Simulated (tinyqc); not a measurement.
Ballistic conductance of a hard-wall strip of a two-dimensional electron gas by counting modes: two steps of the calculation.

Subband edges E_n = C (n pi/W)^2/m, n = 1, 2, ...; C = hbar^2/(2 m0). Every mode transmits fully; spin gives the factor 2 in 2 q^2/h, valleys the factor gv.

Parameters, values chosen for the exercise:
```
symbol  value  unit                              meaning
T         300     K                          temperature
m        0.44    m0                                 mass
gv          1                                    valleys
Ef      0.127    eV  Fermi energy above the 2D band edge
W         8.1    nm                                width
Et       0.23    eV          highest subband edge listed
```

Constants: q = 1.602176634e-19 C, kB = 1.380649e-23 J/K, hbar = 1.054571817e-34 J s, h = 6.62607015e-34 J s, m0 = 9.1093837015e-31 kg, Vt = kB T/q, hbar^2/(2 m0) = 0.0380998212 eV nm^2. Results are converted to the units shown.

Task 1. Subband edges and their occupation. List the edges below Et; each adds its degeneracy times f = 1/(1 + exp((E_n - Ef)/Vt)) to the thermal mode count.

Find: edge; degeneracy; f.

Result 1.

| mode | edge (eV) | degeneracy | f |
|---|---|---|---|
| 1 | 0.0130 | 1 | 0.9880 |
| 2 | 0.0521 | 1 | 0.9477 |
| 3 | 0.1172 | 1 | 0.5934 |
| 4 | 0.2084 | 1 | 0.0411 |

Task 2. Conductance and ballistic resistance. G = (2 q^2/h) gv M; at zero temperature M counts the edges below Ef, at T it is the sum of degeneracy times f. The smooth (Sharvin) count is kF W/pi, kF = sqrt(m Ef/C), and with the boundary term kF W/pi - 1/2. The sum runs over the edges listed.

| mode | edge (eV) | degeneracy | f |
|---|---|---|---|
| 1 | 0.01302567 | 1 | 0.98797565 |
| 2 | 0.05210267 | 1 | 0.94770578 |
| 3 | 0.11723100 | 1 | 0.59336210 |
| 4 | 0.20841067 | 1 | 0.04112655 |

Give: M at zero temperature; M at T; G; resistance 1/G; smooth count.

Result 2.

M at zero temperature = 3
M at T = 2.570
G = 199.1 uS
resistance 1/G = 5.022 kohm
smooth count = 3.122

The smooth count is 21 % above M at T. With the boundary term it is 2.62.

Computed by the program tinyqc: `OMP_NUM_THREADS=1 python tinyqc.py 2740110 2740111 out.jsonl`, one thread of a shared Intel Xeon 2.30GHz, about 0.07 s for the whole run.
